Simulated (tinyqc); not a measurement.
Sensitivity of the reflectance: thin-film optics by transfer matrices.

Indices N = n + i k. Snell: N0 sin(theta) = N_j sin(theta_j), with Im(N_j cos theta_j) >= 0. Admittance y_j = N_j cos theta_j for s and N_j/cos theta_j for p. Phase delta_j = 2 pi N_j cos theta_j d_j/lambda. Layer matrix [[cos delta, -i sin delta/y], [-i y sin delta, cos delta]], multiplied from the top down to M. (B, C) = M (1, y_sub); r = (y0 B - C)/(y0 B + C), R = |r|^2, T = 4 Re y0 Re y_sub/|y0 B + C|^2, absorbed in the films 1 - R - T.

Values chosen for the exercise (indices near those of HfO2, SiO2 on Si; not measured data):
- lam = 193 nm (vacuum wavelength)
- n0 = 1.44 (ambient index)
- n = (2.789, 1.547, 0.874) (n of HfO2, SiO2, substrate)
- k = (0.599, 0, 2.839) (k in the same order)
- d = (2.1, 13.6) nm (thicknesses, top first)
- theta = 0 degrees (angle of incidence)

R for both polarisations. Each row changes one parameter from the base and keeps the others.

Results:

| case | R_s | R_p | T_s |
|---|---|---|---|
| base | 0.2910 | 0.2910 | 0.3463 |
| d = (7.1, 13.6) nm | 0.1494 | 0.1494 | 0.1887 |
| n = (2.845, 1.547, 0.874) | 0.2854 | 0.2854 | 0.3456 |
| k = (0.599, 0, 3.133) | 0.3192 | 0.3192 | 0.3119 |
| lam = 198 nm | 0.2971 | 0.2971 | 0.3502 |
| theta = 5 degrees | 0.2908 | 0.2912 | 0.3456 |

The largest shifts from the base row, up to three for each result and ties (the steps differ in size, so this ranks the rows, not the parameters). R_s: d -0.1415, k +0.0283, lam +0.0061. R_p: d -0.1415, k +0.0283, lam +0.0061. T_s: d -0.1576, k -0.0344, lam +0.0039.

Computed by tinyqc, a small Python program: `OMP_NUM_THREADS=1 python tinyqc.py 1681243 1681244 out.jsonl` (the numbers bound the seed that draws the inputs); one thread of a shared host (Intel(R) Xeon(R) Processor @ 2.30GHz), about 0.01 s for the whole set of steps.
